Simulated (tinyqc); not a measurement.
What moves the results: quasiparticle equation with a plasmon-pole self-energy for two band edges. A value that a table varies takes the place of the one given here.

For each edge E = e + X + Sc(E), with the correlation part Sc(E) = A[0]/(E - a + w) + A[1]/(E - b - w); a and b are the valence and conduction energies that enter the Green function (a = ev, b = ec in the one-shot scheme). Z = 1/(1 - dSc/dE), dSc/dE = -A[0]/(E - a + w)^2 - A[1]/(E - b - w)^2.

Inputs chosen for the exercise (scales of the order of those of Si; shifted at random, so the results belong to these values and not to a real crystal):
- ev = 0 eV (mean-field valence top)
- ec = 0.59 eV (mean-field conduction edge)
- w = 15.4 eV (pole energy)
- Av = (24.3, 15.1) eV^2 (weights of the valence state on the hole and electron poles)
- Ac = (9.7, 23.6) eV^2 (the same for the conduction state)
- Xv = -1.04 eV (exchange minus the mean-field potential, valence)
- Xc = 1.17 eV (the same, conduction)

## Schemes compared

Z = 1; linearised; exact one-shot; energies updated in G (a, b); updated in G and W, where w grows by half of the opening of the gap (a rule chosen for the exercise).

Results (eV):
```
scheme               Ev     Ec    gap  opening
mean field        0.000  0.590  0.590    0.000
Z = 1            -0.406  0.834  1.241    0.651
linearised       -0.350  0.805  1.155    0.565
one-shot, exact  -0.350  0.804  1.154    0.564
update G         -0.373  0.812  1.185    0.595
update G and W   -0.385  0.831  1.216    0.626
```

The openings run from 0.564 (one-shot, exact) to 0.651 eV (Z = 1). Linearising moves the gap by 1 meV, updating G +31 meV and updating W a further +32 meV: once Z is kept, the level of self-consistency matters more than linearising.

## The starting point

The mean-field gap is opened by d (ev lowered by d/2, ec raised by d/2) and X is changed by the opposite amounts, so that e + X stays; one-shot and G-updated gaps.

Gaps (eV):
```
d    start  one-shot  update G
0.0  0.590    1.1541    1.1849
0.2  0.790    1.1641    1.1849
0.4  0.990    1.1740    1.1849
0.6  1.190    1.1839    1.1849
0.9  1.490    1.1984    1.1849
1.2  1.790    1.2128    1.1849
1.6  2.190    1.2315    1.1849
```

The one-shot gap moves by a fraction 0.05 of any change of the starting gap, while the updated gap, 1.1849 eV, does not depend on it. The two agree where the start already equals the result, near d = 0.59 eV. A real change of starting point alters the orbitals and the screening too; this model holds both fixed.

## What each parameter does

Exact one-shot edges and Z of the valence state there. Each row changes one parameter from the base and keeps the others.

Results:
```
case                     Ev (eV)  Ec (eV)  gap (eV)       Z
base                     -0.3496   0.8045    1.1541  0.8592
w = 16.17 eV             -0.3818   0.8470    1.2287  0.8704
Xv = -1.14 eV            -0.4355   0.8045    1.2400  0.8588
Xc = 1.27 eV             -0.3496   0.8922    1.2418  0.8592
ec = 0.69 eV             -0.3447   0.9013    1.2460  0.8598
Av = (25.52, 15.1) eV^2  -0.2802   0.8045    1.0847  0.8557
Ac = (9.7, 24.78) eV^2   -0.3496   0.7366    1.0861  0.8592
```

The largest shifts from the base row, up to three for each result and ties (the steps differ in size, so this ranks the rows, not the parameters). Ev (eV): Xv -0.0859, Av +0.0693, w -0.0322; unchanged at the printed digits by Xc and Ac. Ec (eV): ec +0.0968, Xc +0.0877, Ac -0.0679; unchanged at the printed digits by Xv and Av. gap (eV): ec +0.0919, Xc +0.0877, Xv +0.0859. Z: w +0.0112, Av -0.0036, ec +0.0005, Xv -0.0005; unchanged at the printed digits by Xc and Ac.

(tinyqc, `OMP_NUM_THREADS=1 python tinyqc.py 1880313 1880314 out.jsonl`, Intel(R) Xeon(R) Processor @ 2.30GHz, 1 thread, shared host, about 0.02 s.)
